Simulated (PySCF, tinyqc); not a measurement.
MP2 on RHF in the sto-3g basis, for H6, spin multiplicity 1, step by step. The lowest restricted solution is unstable here: a spin-polarised one lies 0.0015 hartree lower (PySCF). Computed by tinyqc, a small Python program that keeps every step (integrals from PySCF). Settings: charge = 0, multiplicity = 1, basis = sto-3g, method = RHF, energy threshold = 1e-10, iteration cap = 80, orthogonalisation = symmetric, start = Wolfsberg-Helmholz matrix, DIIS depth = 6. Command: `OMP_NUM_THREADS=1 python tinyqc.py 20910 20911 out.jsonl` (the two numbers bound the seeds that draw the settings). One thread of a shared host (Intel(R) Xeon(R) Processor @ 2.60GHz), about 0.09 s of CPU time with the checks. Later iterations appear only in the table of the cycle.

## One-electron integrals

Geometry (angstrom):
```
atom,x,y,z
H,0.0000,0.0000,0.0000
H,0.0000,0.0000,1.0150
H,0.0000,0.0000,2.0530
H,0.0000,0.0000,3.0680
H,0.0000,0.0000,4.1050
H,0.0000,0.0000,5.1210
```

Basis sto-3g: exponents (1/bohr^2) and contraction coefficients of normalised primitives:
```
element,l (shell),exponent,coefficient
H,s (1),3.4253,0.1543
H,s (1),0.6239,0.5353
H,s (1),0.1689,0.4446
```

Overlap, kinetic and nuclear-attraction integrals over the contracted functions; the nuclear repulsion is the sum of Za Zb / Rab.

nuclear repulsion = 4.492161 hartree

overlap S:
```
,1H 1s,2H 1s,3H 1s,4H 1s,5H 1s,6H 1s
1H 1s,1.0000,0.4877,0.1092,0.0158,0.0014,0.0001
2H 1s,0.4877,1.0000,0.4744,0.1092,0.0151,0.0013
3H 1s,0.1092,0.4744,1.0000,0.4877,0.1094,0.0158
4H 1s,0.0158,0.1092,0.4877,1.0000,0.4750,0.1092
5H 1s,0.0014,0.0151,0.1094,0.4750,1.0000,0.4871
6H 1s,0.0001,0.0013,0.0158,0.1092,0.4871,1.0000
```

kinetic energy T (hartree):
```
,1H 1s,2H 1s,3H 1s,4H 1s,5H 1s,6H 1s
1H 1s,0.7600,0.1058,-0.0107,-0.0061,-0.0010,-0.0001
2H 1s,0.1058,0.7600,0.0978,-0.0107,-0.0059,-0.0010
3H 1s,-0.0107,0.0978,0.7600,0.1058,-0.0106,-0.0061
4H 1s,-0.0061,-0.0107,0.1058,0.7600,0.0982,-0.0107
5H 1s,-0.0010,-0.0059,-0.0106,0.0982,0.7600,0.1055
6H 1s,-0.0001,-0.0010,-0.0061,-0.0107,0.1055,0.7600
```

nuclear attraction V (hartree):
```
,1H 1s,2H 1s,3H 1s,4H 1s,5H 1s,6H 1s
1H 1s,-2.3953,-1.1741,-0.2582,-0.0367,-0.0031,-0.0002
2H 1s,-1.1741,-2.7870,-1.2472,-0.2732,-0.0360,-0.0031
3H 1s,-0.2582,-1.2472,-2.9172,-1.3174,-0.2737,-0.0367
4H 1s,-0.0367,-0.2732,-1.3174,-2.9175,-1.2490,-0.2582
5H 1s,-0.0031,-0.0360,-0.2737,-1.2490,-2.7871,-1.1724
6H 1s,-0.0002,-0.0031,-0.0367,-0.2582,-1.1724,-2.3948
```

core Hamiltonian H = T + V (hartree):
```
,1H 1s,2H 1s,3H 1s,4H 1s,5H 1s,6H 1s
1H 1s,-1.6352,-1.0682,-0.2689,-0.0428,-0.0041,-0.0003
2H 1s,-1.0682,-2.0270,-1.1494,-0.2839,-0.0418,-0.0040
3H 1s,-0.2689,-1.1494,-2.1571,-1.2115,-0.2844,-0.0428
4H 1s,-0.0428,-0.2839,-1.2115,-2.1574,-1.1509,-0.2689
5H 1s,-0.0041,-0.0418,-0.2844,-1.1509,-2.0271,-1.0669
6H 1s,-0.0003,-0.0040,-0.0428,-0.2689,-1.0669,-1.6348
```

## Two-electron integrals

Functions are numbered as in S; the eight-fold symmetry (ij|kl) = (ji|kl) = (kl|ij) leaves the list below.

Two-electron integrals (ij|kl) in chemists' order, unique and non-zero (hartree):
```
i,j,k,l,(ij|kl)
1,1,1,1,0.7746
2,1,1,1,0.3024
2,1,2,1,0.1517
2,2,1,1,0.4732
2,2,2,1,0.3024
2,2,2,2,0.7746
3,1,1,1,0.0505
3,1,2,1,0.0281
3,1,2,2,0.0643
3,1,3,1,0.0061
3,2,1,1,0.1626
3,2,2,1,0.1064
3,2,2,2,0.2921
3,2,3,1,0.0273
3,2,3,2,0.1427
3,3,1,1,0.2570
3,3,2,1,0.1660
3,3,2,2,0.4658
3,3,3,1,0.0505
3,3,3,2,0.2921
3,3,3,3,0.7746
4,1,1,1,0.0056
4,1,2,1,0.0033
4,1,2,2,0.0082
4,1,3,1,0.0008
4,1,3,2,0.0039
4,1,3,3,0.0082
4,1,4,1,1.15e-04
4,2,1,1,0.0293
4,2,2,1,0.0187
4,2,2,2,0.0505
4,2,3,1,0.0051
4,2,3,2,0.0273
4,2,3,3,0.0643
4,2,4,1,0.0008
4,2,4,2,0.0061
4,3,1,1,0.1015
4,3,2,1,0.0624
4,3,2,2,0.1660
4,3,3,1,0.0187
4,3,3,2,0.1064
4,3,3,3,0.3024
4,3,4,1,0.0033
4,3,4,2,0.0281
4,3,4,3,0.1517
4,4,1,1,0.1725
4,4,2,1,0.1015
4,4,2,2,0.2570
4,4,3,1,0.0293
4,4,3,2,0.1626
4,4,3,3,0.4732
4,4,4,1,0.0056
4,4,4,2,0.0505
4,4,4,3,0.3024
4,4,4,4,0.7746
5,1,1,1,3.56e-04
5,1,2,1,2.20e-04
5,1,2,2,0.0006
5,1,3,1,5.93e-05
5,1,3,2,3.12e-04
5,1,3,3,0.0007
5,1,4,1,9.32e-06
5,1,4,2,7.04e-05
5,1,4,3,3.22e-04
5,1,4,4,0.0006
5,1,5,1,8.23e-07
5,2,1,1,0.0032
5,2,2,1,0.0020
5,2,2,2,0.0053
5,2,3,1,0.0006
5,2,3,2,0.0031
5,2,3,3,0.0078
5,2,4,1,9.42e-05
5,2,4,2,0.0008
5,2,4,3,0.0038
5,2,4,4,0.0078
5,2,5,1,8.90e-06
5,2,5,2,1.04e-04
5,3,1,1,0.0192
5,3,2,1,0.0114
5,3,2,2,0.0291
5,3,3,1,0.0033
5,3,3,2,0.0181
5,3,3,3,0.0506
5,3,4,1,0.0006
5,3,4,2,0.0051
5,3,4,3,0.0281
5,3,4,4,0.0644
5,3,5,1,5.94e-05
5,3,5,2,0.0008
5,3,5,3,0.0061
5,4,1,1,0.0704
5,4,2,1,0.0402
5,4,2,2,0.0985
5,4,3,1,0.0111
5,4,3,2,0.0592
5,4,3,3,0.1629
5,4,4,1,0.0020
5,4,4,2,0.0181
5,4,4,3,0.1066
5,4,4,4,0.2925
5,4,5,1,2.16e-04
5,4,5,2,0.0031
5,4,5,3,0.0274
5,4,5,4,0.1431
5,5,1,1,0.1289
5,5,2,1,0.0720
5,5,2,2,0.1712
5,5,3,1,0.0191
5,5,3,2,0.0984
5,5,3,3,0.2572
5,5,4,1,0.0034
5,5,4,2,0.0290
5,5,4,3,0.1661
5,5,4,4,0.4662
5,5,5,1,3.56e-04
5,5,5,2,0.0053
5,5,5,3,0.0506
5,5,5,4,0.2925
5,5,5,5,0.7746
6,1,1,1,1.54e-05
6,1,2,1,9.38e-06
6,1,2,2,2.44e-05
6,1,3,1,2.67e-06
6,1,3,2,1.46e-05
6,1,3,3,3.81e-05
6,1,4,1,4.56e-07
6,1,4,2,3.71e-06
6,1,4,3,1.90e-05
6,1,4,4,3.81e-05
6,1,5,1,4.36e-08
6,1,5,2,5.11e-07
6,1,5,3,3.72e-06
6,1,5,4,1.46e-05
6,1,5,5,2.44e-05
6,2,1,1,2.36e-04
6,2,2,1,1.40e-04
6,2,2,2,3.55e-04
6,2,3,1,3.95e-05
6,2,3,2,2.15e-04
6,2,3,3,0.0006
6,2,4,1,6.98e-06
6,2,4,2,5.91e-05
6,2,4,3,3.21e-04
6,2,4,4,0.0007
6,2,5,1,6.99e-07
6,2,5,2,8.87e-06
6,2,5,3,7.03e-05
6,2,5,4,3.12e-04
6,2,5,5,0.0006
6,2,6,1,4.35e-08
6,2,6,2,8.19e-07
6,3,1,1,0.0024
6,3,2,1,0.0014
6,3,2,2,0.0034
6,3,3,1,3.80e-04
6,3,3,2,0.0020
6,3,3,3,0.0056
6,3,4,1,6.81e-05
6,3,4,2,0.0006
6,3,4,3,0.0033
6,3,4,4,0.0082
6,3,5,1,7.00e-06
6,3,5,2,9.42e-05
6,3,5,3,0.0008
6,3,5,4,0.0039
6,3,5,5,0.0082
6,3,6,1,4.56e-07
6,3,6,2,9.29e-06
6,3,6,3,1.15e-04
6,4,1,1,0.0143
6,4,2,1,0.0080
6,4,2,2,0.0191
6,4,3,1,0.0021
6,4,3,2,0.0111
6,4,3,3,0.0293
6,4,4,1,3.80e-04
6,4,4,2,0.0033
6,4,4,3,0.0187
6,4,4,4,0.0505
6,4,5,1,3.96e-05
6,4,5,2,0.0006
6,4,5,3,0.0051
6,4,5,4,0.0274
6,4,5,5,0.0643
6,4,6,1,2.67e-06
6,4,6,2,5.91e-05
6,4,6,3,0.0008
6,4,6,4,0.0061
6,5,1,1,0.0560
6,5,2,1,0.0308
6,5,2,2,0.0719
6,5,3,1,0.0080
6,5,3,2,0.0402
6,5,3,3,0.1014
6,5,4,1,0.0014
6,5,4,2,0.0113
6,5,4,3,0.0623
6,5,4,4,0.1658
6,5,5,1,1.40e-04
6,5,5,2,0.0020
6,5,5,3,0.0187
6,5,5,4,0.1064
6,5,5,5,0.3020
6,5,6,1,9.37e-06
6,5,6,2,2.19e-04
6,5,6,3,0.0033
6,5,6,4,0.0281
6,5,6,5,0.1513
6,6,1,1,0.1033
6,6,2,1,0.0561
6,6,2,2,0.1289
6,6,3,1,0.0143
6,6,3,2,0.0703
6,6,3,3,0.1725
6,6,4,1,0.0024
6,6,4,2,0.0191
6,6,4,3,0.1015
6,6,4,4,0.2570
6,6,5,1,2.37e-04
6,6,5,2,0.0032
6,6,5,3,0.0294
6,6,5,4,0.1628
6,6,5,5,0.4729
6,6,6,1,1.54e-05
6,6,6,2,3.55e-04
6,6,6,3,0.0056
6,6,6,4,0.0505
6,6,6,5,0.3020
6,6,6,6,0.7746
```

## Orthogonalisation

S = U s U^T; symmetric (Loewdin) form X = U s^(-1/2) U^T, so that X^T S X = 1.

eigenvalues of S: 0.2674  0.3989  0.6502  1.0733  1.5796  2.0307

X:
```
,1H 1s,2H 1s,3H 1s,4H 1s,5H 1s,6H 1s
1H 1s,1.1156,-0.3171,0.0576,-0.0101,0.0019,-0.0004
2H 1s,-0.3171,1.2430,-0.3374,0.0630,-0.0106,0.0019
3H 1s,0.0576,-0.3374,1.2514,-0.3487,0.0630,-0.0101
4H 1s,-0.0101,0.0630,-0.3487,1.2518,-0.3379,0.0576
5H 1s,0.0019,-0.0106,0.0630,-0.3379,1.2430,-0.3166
6H 1s,-0.0004,0.0019,-0.0101,0.0576,-0.3166,1.1153
```

## Starting guess

The start is the generalised Wolfsberg-Helmholz matrix (K = 1.75) built on H; D = 2 C_occ C_occ^T.

D at the start:
```
,1H 1s,2H 1s,3H 1s,4H 1s,5H 1s,6H 1s
1H 1s,0.6055,0.5534,-0.1799,-0.4123,0.1094,0.3755
2H 1s,0.5534,0.7475,0.2305,-0.2192,-0.1101,0.1092
3H 1s,-0.1799,0.2305,0.7435,0.5067,-0.2198,-0.4133
4H 1s,-0.4123,-0.2192,0.5067,0.7426,0.2309,-0.1795
5H 1s,0.1094,-0.1101,-0.2198,0.2309,0.7477,0.5534
6H 1s,0.3755,0.1092,-0.4133,-0.1795,0.5534,0.6054
```

## Iteration 1: building the Fock matrix

J_ij = sum D_kl (ij|kl), K_ij = sum D_kl (ik|jl); F = H + J - 0.5 K; E = tr D H + tr D J / 2 - 0.25 tr D K + E_nn.

Coulomb J (hartree):
```
,1H 1s,2H 1s,3H 1s,4H 1s,5H 1s,6H 1s
1H 1s,1.8563,0.9983,0.2298,0.0337,0.0029,0.0002
2H 1s,0.9983,2.2961,1.0949,0.2475,0.0332,0.0029
3H 1s,0.2298,1.0949,2.4483,1.1664,0.2479,0.0337
4H 1s,0.0337,0.2475,1.1664,2.4483,1.0963,0.2297
5H 1s,0.0029,0.0332,0.2479,1.0963,2.2961,0.9969
6H 1s,0.0002,0.0029,0.0337,0.2297,0.9969,1.8555
```

exchange K (hartree):
```
,1H 1s,2H 1s,3H 1s,4H 1s,5H 1s,6H 1s
1H 1s,0.9114,0.7662,0.2108,-0.0197,-0.0011,0.0343
2H 1s,0.7662,1.2011,0.6841,0.1887,0.0127,-0.0011
3H 1s,0.2108,0.6841,1.1781,0.7727,0.1890,-0.0198
4H 1s,-0.0197,0.1887,0.7727,1.1782,0.6851,0.2109
5H 1s,-0.0011,0.0127,0.1890,0.6851,1.2011,0.7653
6H 1s,0.0343,-0.0011,-0.0198,0.2109,0.7653,0.9105
```

Fock matrix F (hartree):
```
,1H 1s,2H 1s,3H 1s,4H 1s,5H 1s,6H 1s
1H 1s,-0.2347,-0.4530,-0.1445,0.0007,-0.0006,-0.0173
2H 1s,-0.4530,-0.3314,-0.3966,-0.1307,-0.0150,-0.0006
3H 1s,-0.1445,-0.3966,-0.2979,-0.4315,-0.1309,0.0008
4H 1s,0.0007,-0.1307,-0.4315,-0.2982,-0.3971,-0.1446
5H 1s,-0.0006,-0.0150,-0.1309,-0.3971,-0.3316,-0.4526
6H 1s,-0.0173,-0.0006,0.0008,-0.1446,-0.4526,-0.2345
```

total energy of this density = -3.092178 hartree

## Iteration 1: diagonalisation and new density

Diagonalise F' = X^T F X, C = X C', fill 3 alpha and 3 beta electrons from the bottom; D = 2 C_occ C_occ^T. Each column has its largest component positive (the first on a tie).

F' = X^T F X (hartree):
```
,1,2,3,4,5,6
1,-0.0104,-0.4667,0.0677,0.0152,0.0004,-0.0196
2,-0.4667,0.0859,-0.4318,0.0841,-0.0076,0.0004
3,0.0677,-0.4318,0.1318,-0.4921,0.0842,0.0153
4,0.0152,0.0841,-0.4921,0.1320,-0.4324,0.0676
5,0.0004,-0.0076,0.0842,-0.4324,0.0857,-0.4661
6,-0.0196,0.0004,0.0153,0.0676,-0.4661,-0.0107
```

orbital energies (hartree): MO1 -0.6169, MO2 -0.5160, MO3 -0.2949, MO4 0.2124, MO5 0.5996, MO6 1.0302

coefficients C:
```
,MO1,MO2,MO3,MO4,MO5,MO6
1H 1s,0.1900,0.3374,0.4740,-0.6323,-0.6422,-0.4023
2H 1s,0.3068,0.4208,0.2185,0.3396,0.8398,0.7899
3H 1s,0.3404,0.1641,-0.4419,0.5031,-0.3672,-1.0406
4H 1s,0.3409,-0.1641,-0.4415,-0.5020,-0.3685,1.0412
5H 1s,0.3075,-0.4202,0.2189,-0.3407,0.8390,-0.7903
6H 1s,0.1902,-0.3366,0.4747,0.6333,-0.6405,0.4018
```

D after iteration 1:
```
,1H 1s,2H 1s,3H 1s,4H 1s,5H 1s,6H 1s
1H 1s,0.7491,0.6076,-0.1788,-0.3998,0.0408,0.2951
2H 1s,0.6076,0.6379,0.1540,-0.1218,-0.0692,0.0408
3H 1s,-0.1788,0.1540,0.6763,0.5684,-0.1221,-0.4006
4H 1s,-0.3998,-0.1218,0.5684,0.6761,0.1542,-0.1790
5H 1s,0.0408,-0.0692,-0.1221,0.1542,0.6380,0.6077
6H 1s,0.2951,0.0408,-0.4006,-0.1790,0.6077,0.7496
```

## Iteration 7 (converged): orbitals

converged F (hartree):
```
,1H 1s,2H 1s,3H 1s,4H 1s,5H 1s,6H 1s
1H 1s,-0.2419,-0.4696,-0.1455,-0.0034,0.0022,-0.0088
2H 1s,-0.4696,-0.3412,-0.3927,-0.1436,-0.0223,0.0022
3H 1s,-0.1455,-0.3927,-0.3465,-0.4740,-0.1438,-0.0033
4H 1s,-0.0034,-0.1436,-0.4740,-0.3468,-0.3932,-0.1455
5H 1s,0.0022,-0.0223,-0.1438,-0.3932,-0.3411,-0.4691
6H 1s,-0.0088,0.0022,-0.0033,-0.1455,-0.4691,-0.2415
```

As before.

F' = X^T F X (hartree):
```
,1,2,3,4,5,6
1,-0.0089,-0.4831,0.0677,0.0118,0.0042,-0.0119
2,-0.4831,0.0740,-0.4052,0.0747,-0.0125,0.0042
3,0.0677,-0.4052,0.0783,-0.5099,0.0748,0.0119
4,0.0118,0.0747,-0.5099,0.0785,-0.4058,0.0677
5,0.0042,-0.0125,0.0748,-0.4058,0.0740,-0.4826
6,-0.0119,0.0042,0.0119,0.0677,-0.4826,-0.0091
```

orbital energies (hartree): MO1 -0.6509, MO2 -0.5269, MO3 -0.3296, MO4 0.2202, MO5 0.5896, MO6 0.9845

coefficients C:
```
,MO1,MO2,MO3,MO4,MO5,MO6
1H 1s,0.1674,0.3512,0.4600,-0.6089,-0.6583,-0.4260
2H 1s,0.2805,0.4179,0.2706,0.3244,0.8338,0.7978
3H 1s,0.3737,0.1413,-0.4325,0.5420,-0.3457,-1.0241
4H 1s,0.3740,-0.1420,-0.4320,-0.5413,-0.3467,1.0248
5H 1s,0.2807,-0.4173,0.2714,-0.3252,0.8330,-0.7983
6H 1s,0.1673,-0.3503,0.4609,0.6098,-0.6568,0.4256
```

D after iteration 7:
```
,1H 1s,2H 1s,3H 1s,4H 1s,5H 1s,6H 1s
1H 1s,0.7260,0.6365,-0.1735,-0.3719,0.0506,0.2340
2H 1s,0.6365,0.6532,0.0937,-0.1427,-0.0444,0.0505
3H 1s,-0.1735,0.0937,0.6935,0.6131,-0.1429,-0.3727
4H 1s,-0.3719,-0.1427,0.6131,0.6933,0.0939,-0.1736
5H 1s,0.0506,-0.0444,-0.1429,0.0939,0.6533,0.6366
6H 1s,0.2340,0.0505,-0.3727,-0.1736,0.6366,0.7264
```

## Convergence

Stop when the energy changes by less than 1e-10 hartree and every element of the error matrix X^T (F D S - S D F) X is below 3e-06.

Course of the cycle:
```
iteration,E (hartree),change,largest element of the error matrix
1,-3.092178,-,1.06e-01
2,-3.129574,-3.74e-02,2.73e-02
3,-3.132249,-2.68e-03,9.87e-03
4,-3.132609,-3.60e-04,2.79e-04
5,-3.132609,-1.89e-07,2.21e-05
6,-3.132609,-2.05e-09,6.81e-07
7,-3.132609,-1.68e-12,3.80e-08
```

PySCF RHF in the same basis = -3.132609 hartree

Converged in 7 iterations.

## Populations, bond orders and dipole

Mulliken: Z minus the diagonal of D S on the atom; Loewdin: the same with S^(1/2) D S^(1/2); Mayer order: 2 sum_s sum (D(s) S)_ij (D(s) S)_ji over the two atoms.

Charges (e):
```
atom,Mulliken,Loewdin
1H,-0.0116,-0.0246
2H,0.0082,0.0206
3H,0.0035,0.0040
4H,0.0035,0.0041
5H,0.0082,0.0206
6H,-0.0117,-0.0247
```

Mayer bond orders:
```
pair,order
2-1,0.8365
3-1,-0.0015
3-2,0.1607
4-1,0.1185
4-2,-0.0014
4-3,0.7231
5-1,-3.22e-04
5-2,0.0044
5-3,-0.0014
5-4,0.1612
6-1,0.0467
6-2,-3.23e-04
6-3,0.1190
6-4,-0.0015
6-5,0.8360
```

dipole moment about the origin, x y z (debye): 0.0000  0.0000  -0.0006

## Integrals over molecular orbitals

(pq|rs) = sum C_ip C_jq C_kr C_ls (ij|kl), one index at a time.

one-electron integrals over orbitals h = C^T H C (hartree):
```
,1,2,3,4,5,6
1,-2.2405,0.0002,0.1430,0.0001,-0.0649,-0.0001
2,0.0002,-2.0057,-0.0001,-0.2042,-0.0003,-0.0427
3,0.1430,-0.0001,-1.8711,0.0005,-0.1684,0.0001
4,0.0001,-0.2042,0.0005,-1.6568,0.0000,0.1503
5,-0.0649,-0.0003,-0.1684,0.0000,-1.3751,0.0002
6,-0.0001,-0.0427,0.0001,0.1503,0.0002,-1.2235
```

Two-electron integrals over orbitals (pq|rs), unique and non-zero (hartree):
```
p,q,r,s,(pq|rs)
1,1,1,1,0.4228
2,1,1,1,-1.63e-04
2,1,2,1,0.1319
2,2,1,1,0.3401
2,2,2,1,2.81e-04
2,2,2,2,0.3737
3,1,1,1,-0.0792
3,1,2,1,-1.29e-06
3,1,2,2,0.0308
3,1,3,1,0.1046
3,2,1,1,-1.96e-06
3,2,2,1,0.1026
3,2,2,2,2.95e-04
3,2,3,1,-1.11e-04
3,2,3,2,0.1272
3,3,1,1,0.3615
3,3,2,1,-2.04e-04
3,3,2,2,0.3419
3,3,3,1,-0.0227
3,3,3,2,-2.32e-04
3,3,3,3,0.3664
4,1,1,1,-7.86e-05
4,1,2,1,0.0499
4,1,2,2,-6.46e-05
4,1,3,1,-7.98e-05
4,1,3,2,-0.0147
4,1,3,3,6.67e-05
4,1,4,1,0.0799
4,2,1,1,0.0773
4,2,2,1,-1.67e-04
4,2,2,2,0.0107
4,2,3,1,-0.0598
4,2,3,2,-7.27e-05
4,2,3,3,0.0034
4,2,4,1,-6.73e-05
4,2,4,2,0.0855
4,3,1,1,-1.61e-04
4,3,2,1,-0.0817
4,3,2,2,-2.06e-04
4,3,3,1,2.36e-04
4,3,3,2,-0.0820
4,3,3,3,1.32e-04
4,3,4,1,-0.0102
4,3,4,2,-1.27e-04
4,3,4,3,0.1050
4,4,1,1,0.3671
4,4,2,1,-1.78e-04
4,4,2,2,0.3459
4,4,3,1,-0.0231
4,4,3,2,-1.88e-04
4,4,3,3,0.3606
4,4,4,1,3.38e-05
4,4,4,2,0.0147
4,4,4,3,9.13e-05
4,4,4,4,0.3746
5,1,1,1,0.0051
5,1,2,1,3.16e-05
5,1,2,2,0.0357
5,1,3,1,0.0325
5,1,3,2,-6.46e-05
5,1,3,3,-0.0160
5,1,4,1,-9.14e-07
5,1,4,2,0.0290
5,1,4,3,-2.38e-05
5,1,4,4,-0.0067
5,1,5,1,0.0549
5,2,1,1,8.70e-05
5,2,2,1,0.0419
5,2,2,2,4.27e-05
5,2,3,1,-1.31e-04
5,2,3,2,0.0008
5,2,3,3,3.15e-05
5,2,4,1,0.0526
5,2,4,2,1.21e-04
5,2,4,3,0.0349
5,2,4,4,2.90e-05
5,2,5,1,9.03e-05
5,2,5,2,0.0864
5,3,1,1,0.0808
5,3,2,1,-1.58e-04
5,3,2,2,0.0129
5,3,3,1,-0.0623
5,3,3,2,-4.71e-05
5,3,3,3,0.0145
5,3,4,1,-6.58e-05
5,3,4,2,0.0794
5,3,4,3,-1.53e-04
5,3,4,4,0.0112
5,3,5,1,0.0219
5,3,5,2,1.00e-04
5,3,5,3,0.0854
5,4,1,1,-3.21e-05
5,4,2,1,0.1057
5,4,2,2,2.76e-04
5,4,3,1,-9.53e-05
5,4,3,2,0.1211
5,4,3,3,-2.47e-04
5,4,4,1,-0.0047
5,4,4,2,-7.33e-05
5,4,4,3,-0.0834
5,4,4,4,-2.07e-04
5,4,5,1,-4.41e-05
5,4,5,2,0.0043
5,4,5,3,-6.45e-05
5,4,5,4,0.1299
5,5,1,1,0.3580
5,5,2,1,2.29e-04
5,5,2,2,0.3811
5,5,3,1,0.0202
5,5,3,2,2.38e-04
5,5,3,3,0.3566
5,5,4,1,-4.76e-05
5,5,4,2,0.0164
5,5,4,3,-1.93e-04
5,5,4,4,0.3646
5,5,5,1,0.0340
5,5,5,2,4.84e-05
5,5,5,3,0.0183
5,5,5,4,2.42e-04
5,5,5,5,0.4069
6,1,1,1,5.46e-05
6,1,2,1,-0.0017
6,1,2,2,3.90e-05
6,1,3,1,-4.49e-05
6,1,3,2,0.0239
6,1,3,3,-3.91e-05
6,1,4,1,-0.0297
6,1,4,2,2.86e-05
6,1,4,3,0.0417
6,1,4,4,-3.06e-05
6,1,5,1,-5.08e-05
6,1,5,2,0.0341
6,1,5,3,1.76e-05
6,1,5,4,0.0213
6,1,5,5,2.64e-05
6,1,6,1,0.0694
6,2,1,1,0.0069
6,2,2,1,5.17e-05
6,2,2,2,0.0365
6,2,3,1,0.0307
6,2,3,2,-4.78e-05
6,2,3,3,-0.0085
6,2,4,1,2.10e-05
6,2,4,2,0.0243
6,2,4,3,-2.98e-05
6,2,4,4,-0.0105
6,2,5,1,0.0498
6,2,5,2,1.06e-04
6,2,5,3,0.0263
6,2,5,4,-4.47e-05
6,2,5,5,0.0362
6,2,6,1,-5.21e-05
6,2,6,2,0.0521
6,3,1,1,-6.87e-05
6,3,2,1,0.0502
6,3,2,2,-4.43e-05
6,3,3,1,-8.04e-05
6,3,3,2,-0.0077
6,3,3,3,5.35e-05
6,3,4,1,0.0742
6,3,4,2,-6.35e-05
6,3,4,3,-0.0116
6,3,4,4,5.51e-05
6,3,5,1,-1.72e-06
6,3,5,2,0.0523
6,3,5,3,-7.47e-05
6,3,5,4,-0.0081
6,3,5,5,-4.86e-05
6,3,6,1,-0.0283
6,3,6,2,1.45e-05
6,3,6,3,0.0788
6,4,1,1,-0.0821
6,4,2,1,1.50e-05
6,4,2,2,0.0237
6,4,3,1,0.1009
6,4,3,2,-9.25e-05
6,4,3,3,-0.0252
6,4,4,1,-7.13e-05
6,4,4,2,-0.0619
6,4,4,3,2.31e-04
6,4,4,4,-0.0268
6,4,5,1,0.0299
6,4,5,2,-1.30e-04
6,4,5,3,-0.0642
6,4,5,4,-8.62e-05
6,4,5,5,0.0231
6,4,6,1,-4.29e-05
6,4,6,2,0.0304
6,4,6,3,-7.96e-05
6,4,6,4,0.1099
6,5,1,1,-1.54e-04
6,5,2,1,0.1352
6,5,2,2,2.82e-04
6,5,3,1,-2.28e-05
6,5,3,2,0.1080
6,5,3,3,-2.16e-04
6,5,4,1,0.0505
6,5,4,2,-1.62e-04
6,5,4,3,-0.0871
6,5,4,4,-1.86e-04
6,5,5,1,2.53e-05
6,5,5,2,0.0436
6,5,5,3,-1.56e-04
6,5,5,4,0.1140
6,5,5,5,2.47e-04
6,5,6,1,-0.0021
6,5,6,2,4.77e-05
6,5,6,3,0.0551
6,5,6,4,-6.43e-06
6,5,6,5,0.1528
6,6,1,1,0.4508
6,6,2,1,-1.64e-04
6,6,2,2,0.3642
6,6,3,1,-0.0850
6,6,3,2,4.96e-08
6,6,3,3,0.3892
6,6,4,1,-7.48e-05
6,6,4,2,0.0845
6,6,4,3,-1.84e-04
6,6,4,4,0.3988
6,6,5,1,0.0059
6,6,5,2,1.03e-04
6,6,5,3,0.0906
6,6,5,4,-2.90e-05
6,6,5,5,0.3929
6,6,6,1,5.70e-05
6,6,6,2,0.0084
6,6,6,3,-6.98e-05
6,6,6,4,-0.0942
6,6,6,5,-1.67e-04
6,6,6,6,0.5072
```

## Second-order Moller-Plesset energy

Hartree-Fock energy = -3.132609 hartree

E2 = sum_ijab (ia|jb) [2 (ia|jb) - (ib|ja)] / (e_i + e_j - e_a - e_b) over occupied i, j and virtual a, b; the opposite-spin part is (ia|jb)^2 / denominator, the rest is same-spin, and SCS-MP2 scales them by 6/5 and 1/3.

Terms (the 40 largest of 81):
```
i,j,a,b,(ia|jb),(ib|ja),denominator,term
3,3,4,4,0.1050,0.1050,-1.0995,-0.0100
3,2,5,4,0.0794,0.0349,-1.6663,-0.0059
2,3,4,5,0.0794,0.0349,-1.6663,-0.0059
2,2,4,4,0.0855,0.0855,-1.4942,-0.0049
3,3,5,5,0.0854,0.0854,-1.8383,-0.0040
1,1,4,4,0.0799,0.0799,-1.7422,-0.0037
3,1,6,4,0.0742,0.0417,-2.1852,-0.0036
1,3,4,6,0.0742,0.0417,-2.1852,-0.0036
2,2,5,5,0.0864,0.0864,-2.2331,-0.0033
3,3,6,6,0.0788,0.0788,-2.6282,-0.0024
2,1,5,4,0.0526,0.0290,-1.9876,-0.0020
1,2,4,5,0.0526,0.0290,-1.9876,-0.0020
3,2,6,5,0.0523,0.0263,-2.4306,-0.0017
2,3,5,6,0.0523,0.0263,-2.4306,-0.0017
1,1,6,6,0.0694,0.0694,-3.2709,-0.0015
1,1,5,5,0.0549,0.0549,-2.4811,-0.0012
2,1,6,5,0.0498,0.0341,-2.7520,-0.0012
1,2,5,6,0.0498,0.0341,-2.7520,-0.0012
2,2,6,6,0.0521,0.0521,-3.0230,-0.0009
1,1,4,6,-0.0297,-0.0297,-2.5066,-3.52e-04
1,1,6,4,-0.0297,-0.0297,-2.5066,-3.52e-04
1,3,6,6,-0.0283,-0.0283,-2.9496,-2.71e-04
3,1,6,6,-0.0283,-0.0283,-2.9496,-2.71e-04
2,2,6,4,0.0243,0.0243,-2.2586,-2.61e-04
2,2,4,6,0.0243,0.0243,-2.2586,-2.61e-04
2,1,5,6,0.0341,0.0498,-2.7520,-2.28e-04
1,2,6,5,0.0341,0.0498,-2.7520,-2.28e-04
3,1,5,5,0.0219,0.0219,-2.1597,-2.22e-04
1,3,5,5,0.0219,0.0219,-2.1597,-2.22e-04
3,2,4,5,0.0349,0.0794,-1.6663,2.00e-04
2,3,5,4,0.0349,0.0794,-1.6663,2.00e-04
1,3,6,4,0.0417,0.0742,-2.1852,-1.76e-04
3,1,4,6,0.0417,0.0742,-2.1852,-1.76e-04
2,1,4,5,0.0290,0.0526,-1.9876,-7.95e-05
1,2,5,4,0.0290,0.0526,-1.9876,-7.95e-05
1,3,4,4,-0.0102,-0.0102,-1.4208,-7.30e-05
3,1,4,4,-0.0102,-0.0102,-1.4208,-7.30e-05
3,3,4,6,-0.0116,-0.0116,-1.8638,-7.19e-05
3,3,6,4,-0.0116,-0.0116,-1.8638,-7.19e-05
2,3,6,5,0.0263,0.0523,-2.4306,-2.64e-06
```

Pair energies (hartree; pair i-j sums ij and ji):
```
pair,opposite spin,same spin
1-1,-0.0071,0
2-1,-0.0063,-0.0007
2-2,-0.0096,0
3-1,-0.0078,-0.0010
3-2,-0.0118,-0.0029
3-3,-0.0165,0
```

MP2 correlation energy = -0.063730 hartree

SCS-MP2 correlation energy = -0.072457 hartree

MP2 total energy = -3.196339 hartree
